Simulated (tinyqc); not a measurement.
## Reflectance at normal incidence against thickness

Normal incidence on air, film (n1) and substrate (N2 = n2 - i k2): r01 = (1 - n1)/(1 + n1), r12 = (n1 - N2)/(n1 + N2), amplitude (r01 + r12 X)/(1 + r01 r12 X), X = exp(-4 pi i n1 d/lam), R its squared modulus, phase from 0 to 360 degrees.

Inputs (values chosen for the exercise):
```
symbol  value  unit                                  meaning
lam     632.8    nm                               wavelength
n1      1.668                  index of the transparent film
n2      3.882                         index of the substrate
k2      0.019        extinction coefficient of the substrate
```

Reflectance at normal incidence against thickness:
```
d (nm),R (%),phase of the reflected amplitude (degrees)
0,34.85,179.8
24,31.41,155.4
48,21.59,126.8
71,9.265,87.88
95,2.725,358.3
119,9.571,270.7
142,21.91,232.3
166,31.59,203.9
190,34.85,179.5
```

What does the comparison show?

R goes from 34.9 through a minimum of 2.73 (at d = 95 nm among the rows listed) to 34.8 %. At a quarter wave, d = 94.8 nm, R = 2.72 %; for a transparent substrate it would vanish for n1 = sqrt(n2) = 1.97.

Program tinyqc, `OMP_NUM_THREADS=1 python tinyqc.py 2870112 2870113 out.jsonl`; Intel Xeon 2.30GHz, shared host, one thread, about 0.01 s.
